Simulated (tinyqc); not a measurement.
Worked calculation: Luttinger-Kohn k.p, four valence bands. One step of it, computed by the program tinyqc.

Problem. Levels at k. Diagonalise the Hermitian matrix.

H(k) at k (eV), lower triangle (Hermitian):
```
,3/2,1/2,-1/2,-3/2
3/2,0.045970
1/2,-0.013430-0.016117i,0.041055
-1/2,0.001614-0.020146i,0.000000,0.041055
-3/2,0.000000,0.001614-0.020146i,0.013430+0.016117i,0.045970
```

Give: eigenvalues.

Solution.

eigenvalues (eV): 0.0143  0.0143  0.0727  0.0727
